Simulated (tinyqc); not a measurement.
Exponent and activation energy from three stresses.

Question. Oxide breakdown follows t63 = a V^(-n) exp(Ea q/(kB T)). Find n, Ea and the E-model slope gamma = n/E (cm/MV) at the higher voltage, E = V/tox.

Parameters, values chosen for the exercise: oxide thickness tox = 6 nm.

Constants: q = 1.602176634e-19 C, kB = 1.380649e-23 J/K. Results are converted to the units shown.

t63 at (4.54 V, 423 K), (6.51 V, 423 K) and (6.51 V, 448 K) (s): [1.8895458e5, 0.86866095, 0.35203053]

Answer. The two voltages give n and the two temperatures Ea.

n = 34.10
Ea = 0.5900 eV
gamma = 3.143 cm/MV

Numbers from tinyqc (`OMP_NUM_THREADS=1 python tinyqc.py 2070149 2070150 out.jsonl`; about 0.01 s on one thread of a shared Intel Xeon 2.30GHz).
